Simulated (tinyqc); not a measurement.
Hole subbands of a hard-walled well, four-band Luttinger model: one step. Mass of HH1 in the plane. Four cases, with inputs chosen for the exercise.

Problem. Second order in k: 1/m = g1 + g2 - sum_n 12 c g3^2 D_1n^2/(LHn - HH1) over even n up to 60, with D_1n = 4n/(L (n^2 - 1)) in size, LHn - HH1 = c [(g1 + 2 g2) n^2 - (g1 - 2 g2)](pi/L)^2 + 2 Zs, c = hbar^2/2m0.

Constants: hbar^2/2m0 = 3.80998211 eV angstrom^2.

Give: LHn - HH1 for n = 2, 4, 6; terms for n = 2, 4, 6; sum of all terms; mass without mixing, 1/(g1 + g2); 1/m with mixing.

Case 1.

Values chosen (near those of Si; the results hold for these values, not for the real material):
- g1 = 4.35 (Luttinger gamma1)
- g2 = 0.34 (gamma2)
- g3 = 1.46 (gamma3)
- L = 120 angstrom (well width along [001])

shear strain energy Zs = 0.0346953 eV

Solution.

LHn - HH1 for n = 2, 4, 6 (meV): 112.3  270.0  532.7
terms for n = 2, 4, 6: 0.4284  0.0285  0.0060
sum of all terms = 0.4666
mass without mixing, 1/(g1 + g2) = 0.2132 m0
1/m with mixing = 4.2234 1/m0

Mixing with the light holes takes m from 0.213 to 0.237 m0.

Case 2.

Values chosen (near those of GaSb; the results hold for these values, not for the real material):
- g1 = 13.32 (Luttinger gamma1)
- g2 = 4.71 (gamma2)
- g3 = 6.03 (gamma3)
- L = 160 angstrom (well width along [001])
- Zs = 0 eV (shear strain energy)

Solution.

LHn - HH1 for n = 2, 4, 6 (meV): 127.9  528.7  1196.7
terms for n = 2, 4, 6: 3.6111  0.1397  0.0255
sum of all terms = 3.7912
mass without mixing, 1/(g1 + g2) = 0.0555 m0
1/m with mixing = 14.2388 1/m0

Mixing with the light holes takes m from 0.055 to 0.070 m0.

Case 3.

Values chosen (near those of Ge; the results hold for these values, not for the real material):
- g1 = 13.2 (Luttinger gamma1)
- g2 = 4.29 (gamma2)
- g3 = 5.7 (gamma3)
- L = 90 angstrom (well width along [001])
- Zs = 0 eV (shear strain energy)

Solution.

LHn - HH1 for n = 2, 4, 6 (meV): 383.0  1596.3  3618.5
terms for n = 2, 4, 6: 3.4050  0.1307  0.0238
sum of all terms = 3.5734
mass without mixing, 1/(g1 + g2) = 0.0572 m0
1/m with mixing = 13.9166 1/m0

Mixing with the light holes takes m from 0.057 to 0.072 m0.

Case 4.

Values chosen (near those of GaAs; the results hold for these values, not for the real material):
- g1 = 7 (Luttinger gamma1)
- g2 = 2.05 (gamma2)
- g3 = 2.89 (gamma3)
- L = 180 angstrom (well width along [001])

shear strain energy Zs = 0.0397157 eV

Solution.

LHn - HH1 for n = 2, 4, 6 (meV): 127.6  282.2  539.8
terms for n = 2, 4, 6: 0.6568  0.0475  0.0103
sum of all terms = 0.7212
mass without mixing, 1/(g1 + g2) = 0.1105 m0
1/m with mixing = 8.3288 1/m0

Mixing with the light holes takes m from 0.110 to 0.120 m0.

Computed by tinyqc, one run a case: `OMP_NUM_THREADS=1 python tinyqc.py N N+1 out.jsonl` with N = 1280046, 1280170, 1280178, 1280208; one thread of a shared Intel(R) Xeon(R) Processor @ 2.30GHz, about 0.3 s a run at most.
